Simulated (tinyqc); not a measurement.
CIS on RHF in the 3-21g basis, for H2, spin multiplicity 1, step by step. One step of it, computed by the program tinyqc.

Question. CIS matrix, singlets. A(ia,jb) = (e_a - e_i) d_ij d_ab + 2 (ia|jb) - (ij|ab).

orbital energies (hartree): MO1 -0.595432, MO2 0.266818, MO3 0.915470, MO4 1.536646

Two-electron integrals over orbitals (pq|rs), unique and non-zero (hartree):
```
(11|11) 0.655994    (21|21) 0.088013    (22|11) 0.455328    (22|22) 0.409695
(31|11) 0.167936    (31|22) 0.054962    (31|31) 0.114924    (32|21) -0.017686
(32|32) 0.035571    (33|11) 0.562012    (33|22) 0.408479    (33|31) 0.132913
(33|33) 0.506905    (41|21) -0.079965   (41|32) -0.025853   (41|41) 0.132146
(42|11) -0.143607   (42|22) -0.058243   (42|31) -0.077213   (42|33) -0.107480
(42|42) 0.071132    (43|21) -0.091851   (43|32) -0.006138   (43|41) 0.125341
(43|43) 0.139483    (44|11) 0.671059    (44|22) 0.467499    (44|31) 0.204528
(44|33) 0.586983    (44|42) -0.170503   (44|44) 0.752188
```

Give: CIS matrix A, singlet.

Answer.

CIS matrix A, singlet (hartree), lower triangle:
```
         1>2     1>3     1>4
1>2   0.5829
1>3   0.0000  1.1787
1>4  -0.0163  0.0000  1.7253
```
